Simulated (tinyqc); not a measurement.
## Junction parameters from two forward currents

Inverse problem. D(v) = J1 (exp(v/Vt) - 1) + J2 (exp(v/(2 Vt)) - 1). Find J1, J2 and the voltage 2 Vt ln(J2/J1) near which both parts are equal.

Inputs (values chosen for the exercise):
- T = 330 K (temperature)

Constants: q = 1.602176634e-19 C, kB = 1.380649e-23 J/K, Vt = kB T/q. Results are converted to the units shown.

junction voltages (V): [0.25, 0.6]
currents (uA/um): [4.2164827e-7, 0.0031070953]

Solution. The current is linear in J1 and J2, so two points give two equations.

J1 = 2.000e-12 uA/um
J2 = 5.100e-9 uA/um
crossover = 0.4461 V

Numbers from tinyqc (`OMP_NUM_THREADS=1 python tinyqc.py 2182231 2182232 out.jsonl`; about 0.2 s on one thread of a shared Intel Xeon 2.30GHz).
